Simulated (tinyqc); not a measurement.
What each parameter does: strained quantum well: band edges, subbands and transparency.

Growth on (001), barriers unstrained: tr(e) = e (2 - nu2), Z = b e (1 + nu2); Ec = Ev + Eg + ac tr(e), E_HH = Ev + av tr(e) + Z, E_LH = Ev + av tr(e) - Z (coupling to the split-off band left out).

Masses along z: me, 1/(g1 - 2 g2) for HH, 1/(g1 + 2 g2) for LH, likewise in the barrier; in the plane me, 1/(g1 + g2) for HH and 1/(g1 - g2) for LH (no mixing, which understates the hole masses away from k = 0). Level n solves k L + 2 atan[(k/m)/(kappa/mb)] = n pi, k = sqrt(m E/c), kappa = sqrt(mb (V - E)/c), c = hbar^2/2m0.

Transparency (Bernard-Duraffourg): Fc - Fv equals the lowest transition energy with n = p, n = sum m/(2 pi c) kB T ln(1 + exp((Fc - E)/kB T)) and p likewise over the listed subbands; c = hbar^2/2m0, 1/angstrom^2 = 1e16/cm^2.

Constants: hbar^2/2m0 = 3.80998211 eV angstrom^2; kB = 8.617333262e-05 eV/K; hc = 1239.841984 eV nm.

Inputs chosen for the exercise (near those of an InGaAs/InP well; shifted at random, so the results belong to these values and not to a real crystal): e = -0.0071 (strain in the plane); nu2 = 1.015 (2 C12/C11); Eg = 0.612 eV (unstrained gap of the well); Ev = -0.578 eV (its valence edge); ac = -5.83 eV; av = 1.06 eV (Ev moves by av tr(e)); b = -1.87 eV (shear potential); Egb = 1.353 eV (gap of the barrier); Evb = -0.94 eV (its valence edge); L = 68 angstrom (well width); me = 0.0387 m0 (electron mass); g1 = 15.31 (gamma1); g2 = 6.18 (gamma2); meb = 0.08 m0; g1b = 5.08; g2b = 1.6; T = 250 K (temperature).

Edge wavelength, hh1 - lh1 and n_tr.

One parameter was then changed.

Results before and after:

| case | wavelength (nm) | hh1 - lh1 (meV) | n_tr (1e12/cm^2) |
|---|---|---|---|
| base | 1714.9 | 100.8 | 0.284 |
| changed | 1723.8 | 100.8 | 0.284 |

Which of these changes was made? (a) Eg = 0.592 eV; (b) b = -2.15 eV; (c) ac = -5.25 eV; (d) g1 = 16.23; (e) e = -0.0091; (f) me = 0.0426 m0; (g) T = 290 K; (h) L = 60 angstrom.

Answer: (c) ac = -5.25 eV. Of the candidates, run in turn, only this one gives the changed row.

All candidates:

| case | wavelength (nm) | hh1 - lh1 (meV) | n_tr (1e12/cm^2) |
|---|---|---|---|
| base | 1714.9 | 100.8 | 0.284 |
| L = 60 angstrom | 1679.2 | 106.7 | 0.277 |
| e = -0.0091 | 1703.0 | 115.1 | 0.282 |
| Eg = 0.592 eV | 1759.5 | 100.8 | 0.284 |
| b = -2.15 eV | 1724.4 | 108.5 | 0.283 |
| ac = -5.25 eV | 1723.8 | 100.8 | 0.284 |
| me = 0.0426 m0 | 1719.9 | 100.8 | 0.299 |
| g1 = 16.23 | 1707.5 | 98.2 | 0.273 |
| T = 290 K | 1714.9 | 100.8 | 0.339 |

Program tinyqc; command `OMP_NUM_THREADS=1 python tinyqc.py 1252402 1252403 out.jsonl`; about 0.03 s on one thread of a shared Intel(R) Xeon(R) Processor @ 2.30GHz.
